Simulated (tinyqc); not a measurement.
Landau-Devonshire theory of a uniaxial ferroelectric: one step, computed by the program tinyqc. Command: `OMP_NUM_THREADS=1 python tinyqc.py 3029985 3029986 out.jsonl ferro walk`. One thread of a shared host (Intel(R) Xeon(R) Processor @ 2.30GHz), about 0.01 s of CPU time with the checks.

G(P) = (alpha/2) P^2 + (beta*/4) P^4 + (gamma/6) P^6 - E P per volume, SI units, one domain, P along the polar axis, which is normal to the film.

Question. A capacitor with imperfect screening. Between shorted electrodes with screening length lambda each, the depolarising field is -k P, k = 2 lambda/(eps_0 (d + 2 lambda eps_b)), so alpha turns into alpha + k. Ps^2 = [-beta* + sqrt(beta*^2 - 4 alpha gamma)]/(2 gamma). The polar state is the lowest uniform state while alpha + k < 0 (beta* > 0) or < 3 beta*^2/(16 gamma) (beta* < 0); setting the equality gives the critical thickness d_c.

Inputs (values chosen for the exercise, for a model ferroelectric): Curie-Weiss temperature T0 = 750 K; gamma = 5.32e+10 J m^9/C^6; temperature T = 344 K; film thickness d = 23 nm; screening length lambda = 0.011 nm; background permittivity eps_b = 7.

Sample: epitaxial film.

alpha = -9.799617e+08 J m/C^2

beta* = 5.041690e+09 J m^5/C^4

Constants: eps_0 = 8.8541878128e-12 F/m.

Give: depolarising coefficient k; polarisation of the film; size of the depolarising field; critical thickness d_c.

Answer.

depolarising coefficient k = 1.073e+08 J m/C^2

polarisation of the film = 29.86 microcoulomb/cm^2

size of the depolarising field = 32.05 MV/m

critical thickness d_c = 2.382 nm
